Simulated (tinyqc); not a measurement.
Wafer bonding and layer transfer: bond energy, gap closing, particles, bonding of dissimilar wafers and hydrogen blisters: one step, computed by the program tinyqc.

gamma is the energy per area of each of the two surfaces; plates are isotropic, and both wafers have E1 and t1.

Question. Does a shallow gap close? E' = E1/(1 - nu^2), equal wafers of thickness t1 assumed. A gap of radius R closes if h_g < h_c: h_c = R^2/sqrt((2/3) E' t1^3/gamma) for R > 2 t1 (plate bending), h_c = 3.6 sqrt(R gamma/E') for R < 2 t1 (local deformation).

Inputs (values chosen for the exercise, for model wafers):
```
quantity                    value        unit
Young's modulus E1            140         GPa
Poisson ratio nu             0.29           -
thickness t1                  725  micrometre
radius of a shallow gap R   0.045          mm
half height of the gap h_g    4.8          nm
```

bond energy gamma = 0.2181507 J/m^2

Give: closable height h_c; h_g/h_c.

Answer.

closable height h_c = 28.85 nm

h_g/h_c = 0.1664

The gap closes.
